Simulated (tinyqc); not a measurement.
Capillary instabilities by surface diffusion: grooving and agglomeration of films, edge retraction, wire break-up and smoothing of roughness: one step, computed by the program tinyqc. Command: `OMP_NUM_THREADS=1 python tinyqc.py 3028101 3028102 out.jsonl dewet walk`. One thread of a shared host (Intel(R) Xeon(R) Processor @ 2.30GHz), about 0.01 s of CPU time with the checks.

Isotropic surface energy; shapes change by surface diffusion alone.

Question. Will grooves cut through? Groove angle beta: sin(beta) = gamma_b/(2 gamma). For circular grains of radius R with spherical caps the groove ends (measured from the mean surface) at the depth R g(beta), g = (2 - 3 cos beta + cos^3 beta)/(3 sin^3 beta). The film parts if R g(beta_s) > h.

Inputs (values chosen for the exercise, of the order of those of a cobalt film):

| quantity | value | unit |
|---|---|---|
| surface energy gamma_s | 2.18 | J/m^2 |
| grain-boundary energy gamma_b | 0.8 | J/m^2 |
| film thickness h | 5.4 | nm |
| grain radius R | 68 | nm |

Grooves: at the surface only.

Give: beta_s; sum of g; critical R/h; final depth over h.

Answer.

beta_s = 10.57 degrees

sum of g = 0.04640

critical R/h = 21.55

final depth over h = 0.5842

The grooves stop short by this estimate; triple junctions groove deeper and may still open.
